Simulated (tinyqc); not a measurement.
AlGaN/GaN HEMT with access regions, lumped model: two steps of the calculation.

A polarisation-induced electron sheet under a Schottky gate, in series with two ungated access regions and contacts. Drift law v = mu E/(1 + mu E/vs) under the gate. Currents in mA/mm, resistances in ohm mm. No self-heating, no channel-length modulation; fits for polarisation, barrier and offset are chosen for the exercise.

Values chosen for this exercise; values close to those of AlGaN/GaN structures:

| symbol | value | unit | meaning |
|---|---|---|---|
| x | 0.17 |  | aluminium share of the barrier |
| d | 18 | nm | barrier thickness |
| eps_r | 9.5 |  | relative permittivity of barrier and channel |
| mu | 1900 | cm^2/(V s) | channel mobility |
| vs | 1.2e7 | cm/s | saturation velocity |
| Lg | 1.5 | um | gate length |
| Ls | 1.5 | um | source access length |
| Ld | 8 | um | drain access length |
| Rc | 0.36 | ohm mm | resistance of each contact |
| ft | 0 |  | share of the drain-access electrons removed by traps |
| Vg | -1 | V | gate voltage |
| Vd | 6 | V | drain voltage |

Constants: q = 1.602176634e-19 C, eps0 = 8.8541878128e-14 F/cm where lengths are in cm. Results are converted to the units shown.

Task 1. Polarisation charge, threshold and sheet resistance. sigma = (5e13 x + 1.6e13 x^2) cm^-2, phiB = 0.84 + 1.3 x, dEc = 0.7 (1.71 x + x^2) in volts, Cb = eps0 eps_r/d, VT = phiB - dEc - q sigma/Cb, access density n0 = -Cb VT/q. Rsh = 1/(q mu n0); largest access current q n0 vs.

Wanted: sigma; Cb; VT; n0; Rsh; q n0 vs.

Result 1.

sigma = 8.962e12 cm^-2
Cb = 0.4673 uF/cm^2
VT = -2.236 V
n0 = 6.520e12 cm^-2
Rsh = 503.8 ohm
q n0 vs = 1254 mA/mm

Task 2. Drain current. Access resistance R(L, n) = L/(q mu n sqrt(1 - (I/(q n vs))^2)); Rs = Rc + R(Ls, n0), Rd = Rc + R(Ld, (1 - ft) n0). Vg' = Vg - I Rs, Vd' = Vd - I (Rs + Rd); with u = Vg' - VT, Vc = vs Lg/mu and w the smaller of Vd' and Vc [sqrt(1 + 2 u/Vc) - 1] (0 if negative), the channel gives (mu Cb/Lg)(u w - w^2/2)/(1 + w/Vc). I(new) is that channel current.

I after iteration 1 = 177.24410 mA/mm
VT = -2.2355242 V
Cb = 0.46730436 uF/cm^2
n0 = 6.5203185e12 cm^-2

Give: Rs; Rd; Vg'; Vd'; channel current; I after iteration 2.

Result 2.

Rs = 1.1234 ohm mm
Rd = 4.4314 ohm mm
Vg' = -1.1991 V
Vd' = 5.0155 V
channel current = 163.89 mA/mm
I after iteration 2 = 163.89 mA/mm

Program tinyqc, `OMP_NUM_THREADS=1 python tinyqc.py 2570053 2570054 out.jsonl`; Intel Xeon 2.30GHz, shared host, one thread, about 0.01 s.
